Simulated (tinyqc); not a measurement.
# Inputs raised by 10 %, one at a time

Model: correction of a charged-defect supercell by a model charge and potential alignment (plane-averaged potentials). Computed by tinyqc, a small Python program. Command: `OMP_NUM_THREADS=1 python tinyqc.py 3110553 3110554 out.jsonl align sens`. One thread of a shared host (Intel(R) Xeon(R) Processor @ 2.30GHz), about 0.02 s of CPU time with the checks.

The "true" defect charge is (1 - x) q in a Gaussian of width sigma plus x q in one of width sigma_t, so the exact answer is known; the correction sees only a single model Gaussian of width sigma_m. A Gaussian of width s has the transform rho(G) = exp(-G^2 s^2/2), normalised to 1. A uniform background cancels q, so G = 0 is left out. Potentials are those felt by a unit positive charge. E_0 is the formation energy of the isolated defect, E_cell its value in the supercell, E_lat = E_iso - E_per of the model charge, C the true less the model potential far from the defect; the exact correction is E_0 - E_cell, and the error of a scheme is E_cell plus its correction less E_0.

Inputs (values chosen for the exercise, with screening close to that of diamond):
```
quantity                                     value      unit
defect charge q                                  2         e
dielectric constant eps                       5.88         -
edge of the cubic cell L                      18.9  angstrom
width sigma of the true defect charge          1.7  angstrom
width sigma_m of the model charge              1.2  angstrom
share x of the charge in a wide tail             0         -
width sigma_t of the tail                      3.3  angstrom
formation energy of the isolated defect E_0    4.6        eV
```

Constants: e^2/(4 pi eps_0) = 14.39964548 eV angstrom.

Method:
- Periodic energy E_per = (2 pi q^2/(eps L^3)) (e^2/(4 pi eps_0)) sum_(G != 0) rho(G)^2/G^2, G = (2 pi/L)(n1, n2, n3), |n_i| <= 16. Isolated energy: two Gaussians of charges q_a, q_b and widths a, b interact by q_a q_b (e^2/(4 pi eps_0 eps)) sqrt(2/pi)/sqrt(a^2 + b^2), and the self-energy is half the sum over pairs.
- Supercell value E_cell = E_0 + E_per - E_iso for the true charge.
- E_lat = E_iso - E_per for the model charge; point-charge value alpha q^2 e^2/(4 pi eps_0 eps 2 L) with alpha = 2.837297.
- Plane-averaged potential at distance z from the defect: V(z) = (4 pi q/(eps L^3)) (e^2/(4 pi eps_0 e)) sum_(m != 0) rho(G_m) cos(G_m z)/G_m^2, G_m = 2 pi m/L, |m| <= 40.
- C = difference at z = L/2; E_corr = E_cell + E_lat - q C. For charges that have died out at L/2, C = (2 pi q/(eps L^3)) (e^2/(4 pi eps_0 e)) (<s^2> - sigma_m^2), <s^2> = (1 - x) sigma^2 + x sigma_t^2.

Runs; columns: (1) input moved; (2) from; (3) to; (4) exact correction (eV); (5) E_lat (eV); (6) error without alignment (meV); (7) error with the point-charge term alone (meV):
```
(1)                                                (2)    (3)      (4)      (5)     (6)     (7)
base run                                             -      -  0.70892  0.72214  13.219  26.347
dielectric constant eps                           5.88  6.468  0.64448  0.65649  12.017  23.951
edge of the cubic cell L (angstrom)               18.9  20.79  0.64863  0.65857   9.932  19.795
width sigma of the true defect charge (angstrom)   1.7   1.87  0.70339  0.72214  18.752  31.879
width sigma_m of the model charge (angstrom)       1.2   1.32  0.70892  0.71939  10.462  26.347
width sigma_t of the tail (angstrom)               3.3   3.63  0.70892  0.72214  13.219  26.347
```

Exponents ln(y'/y) / ln(x'/x):
```
input                                  exact correction   E_lat  error without alignment  error with the point-charge term alone
dielectric constant eps                          -1.000  -1.000                   -1.000                                      -1
edge of the cubic cell L                         -0.933  -0.967                   -3.000                                      -3
width sigma of the true defect charge            -0.082   0.000                    3.668                                       2
width sigma_m of the model charge                 0.000  -0.040                   -2.454                                       0
width sigma_t of the tail                         0.000   0.000                    0.000                                       0
```

Among the inputs moved here: exact correction answers most in size to dielectric constant eps (exponent -1.000), next to edge of the cubic cell L (-0.933); its exponent is below 0.0005 for width sigma_m of the model charge, width sigma_t of the tail. Its exponent -1.000 in dielectric constant eps: all terms are screened alike. E_lat answers most in size to dielectric constant eps (exponent -1.000), next to edge of the cubic cell L (-0.967); its exponent is below 0.0005 for width sigma of the true defect charge, width sigma_t of the tail. Error without alignment answers most in size to width sigma of the true defect charge (exponent +3.668), next to edge of the cubic cell L (-3.000); its exponent is below 0.0005 for width sigma_t of the tail. Error with the point-charge term alone answers most in size to edge of the cubic cell L (exponent -3.000), next to width sigma of the true defect charge (+2.000); its exponent is below 0.0005 for width sigma_m of the model charge, width sigma_t of the tail. Its exponent -3.000 in edge of the cubic cell L: the next term after the point charge.
